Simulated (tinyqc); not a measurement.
Inside a calculation. Method: RHF in the sto-6g basis, for BeH+, spin multiplicity 1. Computed by tinyqc, a small Python program that keeps every step (integrals from PySCF). Settings: charge = 1, multiplicity = 1, basis = sto-6g, energy threshold = 1e-10, iteration cap = 72, orthogonalisation = symmetric, start = core, DIIS depth = 0, damping = 0.7, method = RHF. Command: `OMP_NUM_THREADS=1 python tinyqc.py 26743 26744 out.jsonl` (the two numbers bound the seeds that draw the settings). One thread of a shared host (Intel(R) Xeon(R) Processor @ 2.60GHz), about 0.09 s of CPU time with the checks. Later iterations appear only in the table of the cycle.

## One-electron integrals

Geometry (angstrom):
```
atom,x,y,z
Be,0.0000,0.0000,0.0000
H,0.0000,0.0000,1.6120
```

Basis sto-6g: exponents (1/bohr^2) and contraction coefficients of normalised primitives:
```
element,l (shell),exponent,coefficient
Be,s (1),312.8705,0.0092
Be,s (1),57.3645,0.0494
Be,s (1),16.0485,0.1685
Be,s (1),5.5131,0.3706
Be,s (1),2.1409,0.4165
Be,s (1),0.8817,0.1303
Be,s (2),13.6332,-0.0133
Be,s (2),2.6984,-0.0470
Be,s (2),0.8387,-0.0338
Be,s (2),0.3227,0.2502
Be,s (2),0.1401,0.5951
Be,s (2),0.0642,0.2407
Be,p (3),13.6332,0.0038
Be,p (3),2.6984,0.0377
Be,p (3),0.8387,0.1739
Be,p (3),0.3227,0.4180
Be,p (3),0.1401,0.4259
Be,p (3),0.0642,0.1017
H,s (1),35.5232,0.0092
H,s (1),6.5131,0.0494
H,s (1),1.8221,0.1685
H,s (1),0.6260,0.3706
H,s (1),0.2431,0.4165
H,s (1),0.1001,0.1303
```

Overlap, kinetic and nuclear-attraction integrals over the contracted functions; the nuclear repulsion is the sum of Za Zb / Rab.

nuclear repulsion = 1.313095 hartree

overlap S, lower triangle:
```
,1Be 1s,1Be 2s,1Be 2px,1Be 2py,1Be 2pz,2H 1s
1Be 1s,1.0000
1Be 2s,0.2548,1.0000
1Be 2px,0.0000,0.0000,1.0000
1Be 2py,0.0000,0.0000,0.0000,1.0000
1Be 2pz,0.0000,0.0000,0.0000,0.0000,1.0000
2H 1s,0.0393,0.3566,0.0000,0.0000,0.4393,1.0000
```

kinetic energy T (hartree), lower triangle:
```
,1Be 1s,1Be 2s,1Be 2px,1Be 2py,1Be 2pz,2H 1s
1Be 1s,6.7688
1Be 2s,-0.2074,0.2201
1Be 2px,0.0000,0.0000,0.6613
1Be 2py,0.0000,0.0000,0.0000,0.6613
1Be 2pz,0.0000,0.0000,0.0000,0.0000,0.6613
2H 1s,-0.0118,0.0341,0.0000,0.0000,0.1150,0.7685
```

nuclear attraction V (hartree), lower triangle:
```
,1Be 1s,1Be 2s,1Be 2px,1Be 2py,1Be 2pz,2H 1s
1Be 1s,-15.0431
1Be 2s,-1.7344,-2.6186
1Be 2px,0.0000,0.0000,-2.5895
1Be 2py,0.0000,0.0000,0.0000,-2.5895
1Be 2pz,-0.0131,-0.1176,0.0000,0.0000,-2.6764
2H 1s,-0.2920,-0.8802,0.0000,0.0000,-1.0703,-2.5494
```

core Hamiltonian H = T + V (hartree), lower triangle:
```
,1Be 1s,1Be 2s,1Be 2px,1Be 2py,1Be 2pz,2H 1s
1Be 1s,-8.2743
1Be 2s,-1.9417,-2.3985
1Be 2px,0.0000,0.0000,-1.9283
1Be 2py,0.0000,0.0000,0.0000,-1.9283
1Be 2pz,-0.0131,-0.1176,0.0000,0.0000,-2.0151
2H 1s,-0.3038,-0.8461,0.0000,0.0000,-0.9553,-1.7809
```

## Two-electron integrals

Functions are numbered as in S; the eight-fold symmetry (ij|kl) = (ji|kl) = (kl|ij) leaves the list below.

Two-electron integrals (ij|kl) in chemists' order, unique and non-zero (hartree):
```
i,j,k,l,(ij|kl)
1,1,1,1,2.3000
2,1,1,1,0.3619
2,1,2,1,0.0719
2,2,1,1,0.5703
2,2,2,1,0.1397
2,2,2,2,0.4178
3,1,3,1,0.0153
3,2,3,1,0.0226
3,2,3,2,0.0923
3,3,1,1,0.5703
3,3,2,1,0.1397
3,3,2,2,0.4178
3,3,3,3,0.4501
4,1,4,1,0.0153
4,2,4,1,0.0226
4,2,4,2,0.0923
4,3,4,3,0.0243
4,4,1,1,0.5703
4,4,2,1,0.1397
4,4,2,2,0.4178
4,4,3,3,0.4016
4,4,4,4,0.4501
5,1,5,1,0.0153
5,2,5,1,0.0226
5,2,5,2,0.0923
5,3,5,3,0.0243
5,4,5,4,0.0243
5,5,1,1,0.5703
5,5,2,1,0.1397
5,5,2,2,0.4178
5,5,3,3,0.4016
5,5,4,4,0.4016
5,5,5,5,0.4501
6,1,1,1,0.0570
6,1,2,1,0.0110
6,1,2,2,0.0214
6,1,3,3,0.0212
6,1,4,4,0.0212
6,1,5,1,0.0011
6,1,5,2,0.0021
6,1,5,5,0.0217
6,1,6,1,0.0018
6,2,1,1,0.1571
6,2,2,1,0.0392
6,2,2,2,0.1302
6,2,3,3,0.1250
6,2,4,4,0.1250
6,2,5,1,0.0054
6,2,5,2,0.0336
6,2,5,5,0.1404
6,2,6,1,0.0067
6,2,6,2,0.0639
6,3,3,1,0.0035
6,3,3,2,0.0166
6,3,5,3,0.0056
6,3,6,3,0.0054
6,4,4,1,0.0035
6,4,4,2,0.0166
6,4,5,4,0.0056
6,4,6,4,0.0054
6,5,1,1,0.1761
6,5,2,1,0.0444
6,5,2,2,0.1538
6,5,3,3,0.1448
6,5,4,4,0.1448
6,5,5,1,0.0087
6,5,5,2,0.0522
6,5,5,5,0.1718
6,5,6,1,0.0079
6,5,6,2,0.0855
6,5,6,5,0.1173
6,6,1,1,0.3273
6,6,2,1,0.0832
6,6,2,2,0.3095
6,6,3,3,0.2878
6,6,4,4,0.2878
6,6,5,1,0.0126
6,6,5,2,0.1032
6,6,5,5,0.3530
6,6,6,1,0.0146
6,6,6,2,0.1987
6,6,6,5,0.2808
6,6,6,6,0.7750
```

## Orthogonalisation

S = U s U^T; symmetric (Loewdin) form X = U s^(-1/2) U^T, so that X^T S X = 1.

eigenvalues of S: 0.4194  0.7992  1.0000  1.0000  1.1781  1.6033

X, lower triangle:
```
,1Be 1s,1Be 2s,1Be 2px,1Be 2py,1Be 2pz,2H 1s
1Be 1s,1.0265
1Be 2s,-0.1402,1.0920
1Be 2px,0.0000,0.0000,1.0000
1Be 2py,0.0000,0.0000,0.0000,1.0000
1Be 2pz,-0.0088,0.0797,0.0000,0.0000,1.0957
2H 1s,0.0212,-0.2319,0.0000,0.0000,-0.2794,1.1596
```

## Starting guess

The start is the orbitals of the core Hamiltonian; D = 2 C_occ C_occ^T.

D at the start, lower triangle:
```
,1Be 1s,1Be 2s,1Be 2px,1Be 2py,1Be 2pz,2H 1s
1Be 1s,2.0972
1Be 2s,-0.3567,1.2703
1Be 2px,0.0000,0.0000,0.0000
1Be 2py,0.0000,0.0000,0.0000,0.0000
1Be 2pz,-0.2219,0.9445,0.0000,0.0000,0.7032
2H 1s,-0.0029,0.0776,0.0000,0.0000,0.0581,0.0049
```

## Iteration 1: building the Fock matrix

J_ij = sum D_kl (ij|kl), K_ij = sum D_kl (ik|jl); F = H + J - 0.5 K; E = tr D H + tr D J / 2 - 0.25 tr D K + E_nn.

Coulomb J (hartree), lower triangle:
```
,1Be 1s,1Be 2s,1Be 2px,1Be 2py,1Be 2pz,2H 1s
1Be 1s,5.7371
1Be 2s,0.9948,1.9604
1Be 2px,0.0000,0.0000,1.9471
1Be 2py,0.0000,0.0000,0.0000,1.9471
1Be 2pz,0.0377,0.1762,0.0000,0.0000,1.9871
2H 1s,0.1597,0.6474,0.0000,0.0000,0.7767,1.5251
```

exchange K (hartree), lower triangle:
```
,1Be 1s,1Be 2s,1Be 2px,1Be 2py,1Be 2pz,2H 1s
1Be 1s,4.6690
1Be 2s,0.7278,0.6710
1Be 2px,0.0000,0.0000,0.1535
1Be 2py,0.0000,0.0000,0.0000,0.1535
1Be 2pz,0.0282,0.4718,0.0000,0.0000,0.4783
2H 1s,0.1305,0.4108,0.0000,0.0000,0.3815,0.3877
```

Fock matrix F (hartree), lower triangle:
```
,1Be 1s,1Be 2s,1Be 2px,1Be 2py,1Be 2pz,2H 1s
1Be 1s,-4.8718
1Be 2s,-1.3108,-0.7736
1Be 2px,0.0000,0.0000,-0.0579
1Be 2py,0.0000,0.0000,0.0000,-0.0579
1Be 2pz,0.0106,-0.1773,0.0000,0.0000,-0.2672
2H 1s,-0.2093,-0.4041,0.0000,0.0000,-0.3694,-0.4496
```

total energy of this density = -14.584695 hartree

This density is the starting one.

## Iteration 1: diagonalisation and new density

Diagonalise F' = X^T F X, C = X C', fill 2 alpha and 2 beta electrons from the bottom; D = 2 C_occ C_occ^T; the new density keeps 0.7 of the old one (damping). Each column has its largest component positive (the first on a tie).

F' = X^T F X (hartree), lower triangle:
```
,1,2,3,4,5,6
1,-4.7788
2,-0.6421,-0.4692
3,0.0000,0.0000,-0.0579
4,0.0000,0.0000,0.0000,-0.0579
5,0.0222,-0.0893,0.0000,0.0000,-0.1474
6,-0.0132,-0.2344,0.0000,0.0000,-0.2712,-0.2331
```

orbital energies (hartree): MO1 -4.8729, MO2 -0.6621, MO3 -0.1948, MO4 -0.0579, MO5 -0.0579, MO6 0.1014

coefficients C:
```
,MO1,MO2,MO3,MO4,MO5,MO6
1Be 1s,0.9956,-0.1810,-0.2117,0.0000,0.0000,0.0719
1Be 2s,0.0170,0.5982,0.8475,0.0000,0.0000,-0.4426
1Be 2px,0.0000,0.0000,0.0000,0.9411,0.3380,0.0000
1Be 2py,0.0000,0.0000,0.0000,-0.3380,0.9411,0.0000
1Be 2pz,-0.0014,0.3629,-0.4753,0.0000,0.0000,-0.9630
2H 1s,-0.0005,0.4508,-0.4162,0.0000,0.0000,1.0491
```

D after iteration 1, lower triangle:
```
,1Be 1s,1Be 2s,1Be 2px,1Be 2py,1Be 2pz,2H 1s
1Be 1s,2.0824
1Be 2s,-0.3045,1.1041
1Be 2px,0.0000,0.0000,0.0000
1Be 2py,0.0000,0.0000,0.0000,0.0000
1Be 2pz,-0.1956,0.7914,0.0000,0.0000,0.5713
2H 1s,-0.0513,0.2161,0.0000,0.0000,0.1388,0.1254
```

Within a degenerate level the vectors are fixed only up to a rotation; this is one choice.

## Iteration 2: building the Fock matrix

As before.

Coulomb J (hartree), lower triangle:
```
,1Be 1s,1Be 2s,1Be 2px,1Be 2py,1Be 2pz,2H 1s
1Be 1s,5.6766
1Be 2s,0.9823,1.9381
1Be 2px,0.0000,0.0000,1.9214
1Be 2py,0.0000,0.0000,0.0000,1.9214
1Be 2pz,0.0360,0.1791,0.0000,0.0000,1.9714
2H 1s,0.1577,0.6538,0.0000,0.0000,0.7906,1.5923
```

exchange K (hartree), lower triangle:
```
,1Be 1s,1Be 2s,1Be 2px,1Be 2py,1Be 2pz,2H 1s
1Be 1s,4.6567
1Be 2s,0.7314,0.6483
1Be 2px,0.0000,0.0000,0.1429
1Be 2py,0.0000,0.0000,0.0000,0.1429
1Be 2pz,0.0200,0.4474,0.0000,0.0000,0.4612
2H 1s,0.1277,0.4444,0.0000,0.0000,0.4219,0.5289
```

Fock matrix F (hartree), lower triangle:
```
,1Be 1s,1Be 2s,1Be 2px,1Be 2py,1Be 2pz,2H 1s
1Be 1s,-4.9261
1Be 2s,-1.3251,-0.7845
1Be 2px,0.0000,0.0000,-0.0783
1Be 2py,0.0000,0.0000,0.0000,-0.0783
1Be 2pz,0.0128,-0.1622,0.0000,0.0000,-0.2743
2H 1s,-0.2100,-0.4145,0.0000,0.0000,-0.3756,-0.4530
```

total energy of this density = -14.639487 hartree

This density is a damped mixture and is not idempotent.

## Iteration 2: diagonalisation and new density

As before.

F' = X^T F X (hartree), lower triangle:
```
,1,2,3,4,5,6
1,-4.8321
2,-0.6495,-0.4711
3,0.0000,0.0000,-0.0783
4,0.0000,0.0000,0.0000,-0.0783
5,0.0216,-0.0680,0.0000,0.0000,-0.1493
6,-0.0103,-0.2506,0.0000,0.0000,-0.2820,-0.2271
```

orbital energies (hartree): MO1 -4.9273, MO2 -0.6678, MO3 -0.2101, MO4 -0.0783, MO5 -0.0783, MO6 0.1255

coefficients C:
```
,MO1,MO2,MO3,MO4,MO5,MO6
1Be 1s,0.9956,-0.1798,-0.2074,0.0000,0.0000,0.0858
1Be 2s,0.0169,0.5928,0.8208,0.0000,0.0000,-0.4968
1Be 2px,0.0000,0.0000,0.0000,0.1586,0.9873,0.0000
1Be 2py,0.0000,0.0000,0.0000,0.9873,-0.1586,0.0000
1Be 2pz,-0.0019,0.3475,-0.5277,0.0000,0.0000,-0.9412
2H 1s,-0.0007,0.4659,-0.3598,0.0000,0.0000,1.0632
```

D after iteration 2, lower triangle:
```
,1Be 1s,1Be 2s,1Be 2px,1Be 2py,1Be 2pz,2H 1s
1Be 1s,2.0718
1Be 2s,-0.2670,0.9839
1Be 2px,0.0000,0.0000,0.0000
1Be 2py,0.0000,0.0000,0.0000,0.0000
1Be 2pz,-0.1756,0.6776,0.0000,0.0000,0.4724
2H 1s,-0.0866,0.3170,0.0000,0.0000,0.1943,0.2180
```

Within a degenerate level the vectors are fixed only up to a rotation; this is one choice.

## Iteration 62 (converged): orbitals

converged F (hartree), lower triangle:
```
,1Be 1s,1Be 2s,1Be 2px,1Be 2py,1Be 2pz,2H 1s
1Be 1s,-5.0736
1Be 2s,-1.3621,-0.8265
1Be 2px,0.0000,0.0000,-0.1358
1Be 2py,0.0000,0.0000,0.0000,-0.1358
1Be 2pz,0.0163,-0.1171,0.0000,0.0000,-0.2765
2H 1s,-0.2113,-0.4456,0.0000,0.0000,-0.3802,-0.4657
```

Diagonalise F' = X^T F X, C = X C', fill 2 alpha and 2 beta electrons from the bottom; D = 2 C_occ C_occ^T. Each column has its largest component positive (the first on a tie).

F' = X^T F X (hartree), lower triangle:
```
,1,2,3,4,5,6
1,-4.9776
2,-0.6661,-0.4898
3,0.0000,0.0000,-0.1358
4,0.0000,0.0000,0.0000,-0.1358
5,0.0163,-0.0071,0.0000,0.0000,-0.1412
6,-0.0017,-0.2942,0.0000,0.0000,-0.2999,-0.2209
```

orbital energies (hartree): MO1 -5.0748, MO2 -0.6856, MO3 -0.2582, MO4 -0.1358, MO5 -0.1358, MO6 0.1891

coefficients C:
```
,MO1,MO2,MO3,MO4,MO5,MO6
1Be 1s,0.9957,-0.1838,-0.1912,0.0000,0.0000,0.1102
1Be 2s,0.0166,0.6055,0.7488,0.0000,0.0000,-0.5871
1Be 2px,0.0000,0.0000,0.0000,0.9769,0.2135,0.0000
1Be 2py,0.0000,0.0000,0.0000,-0.2135,0.9769,0.0000
1Be 2pz,-0.0024,0.2771,-0.6164,0.0000,0.0000,-0.9101
2H 1s,-0.0014,0.4995,-0.2983,0.0000,0.0000,1.0671
```

D after iteration 62, lower triangle:
```
,1Be 1s,1Be 2s,1Be 2px,1Be 2py,1Be 2pz,2H 1s
1Be 1s,2.0504
1Be 2s,-0.1895,0.7338
1Be 2px,0.0000,0.0000,0.0000
1Be 2py,0.0000,0.0000,0.0000,0.0000
1Be 2pz,-0.1067,0.3355,0.0000,0.0000,0.1536
2H 1s,-0.1864,0.6048,0.0000,0.0000,0.2768,0.4989
```

Within a degenerate level the vectors are fixed only up to a rotation; this is one choice.

## Convergence

Stop when the energy changes by less than 1e-10 hartree and every element of the error matrix X^T (F D S - S D F) X is below 3e-06.

Course of the cycle:
```
iteration,E (hartree),change,largest element of the error matrix
1,-14.584695,-,3.20e-01
2,-14.639487,-5.48e-02,2.47e-01
3,-14.682077,-4.26e-02,1.88e-01
4,-14.714169,-3.21e-02,1.40e-01
5,-14.737871,-2.37e-02,1.06e-01
6,-14.755143,-1.73e-02,8.07e-02
7,-14.767616,-1.25e-02,6.17e-02
8,-14.776568,-8.95e-03,4.73e-02
9,-14.782965,-6.40e-03,3.64e-02
10,-14.787523,-4.56e-03,2.81e-02
11,-14.790764,-3.24e-03,2.19e-02
12,-14.793066,-2.30e-03,1.71e-02
13,-14.794700,-1.63e-03,1.35e-02
14,-14.795858,-1.16e-03,1.07e-02
...,...,...,...
49,-14.798681,-7.48e-09,2.27e-05
50,-14.798681,-5.33e-09,1.92e-05
51,-14.798681,-3.80e-09,1.63e-05
52,-14.798681,-2.71e-09,1.38e-05
53,-14.798681,-1.94e-09,1.17e-05
54,-14.798681,-1.38e-09,9.96e-06
55,-14.798681,-9.86e-10,8.45e-06
56,-14.798681,-7.04e-10,7.17e-06
57,-14.798681,-5.03e-10,6.08e-06
58,-14.798681,-3.59e-10,5.16e-06
59,-14.798681,-2.56e-10,4.38e-06
60,-14.798681,-1.83e-10,3.72e-06
61,-14.798681,-1.31e-10,3.15e-06
62,-14.798681,-9.35e-11,2.67e-06
```

PySCF RHF in the same basis = -14.798681 hartree

Converged in 62 iterations.

## Populations, bond orders and dipole

Mulliken: Z minus the diagonal of D S on the atom; Loewdin: the same with S^(1/2) D S^(1/2); Mayer order: 2 sum_s sum (D(s) S)_ij (D(s) S)_ji over the two atoms.

Charges (e):
```
atom,Mulliken,Loewdin
1Be,0.8288,0.8518
2H,0.1712,0.1482
```

Mayer bond orders:
```
pair,order
2-1,0.9707
```

dipole moment about the origin, x y z (debye): 0.0000  0.0000  -1.9625
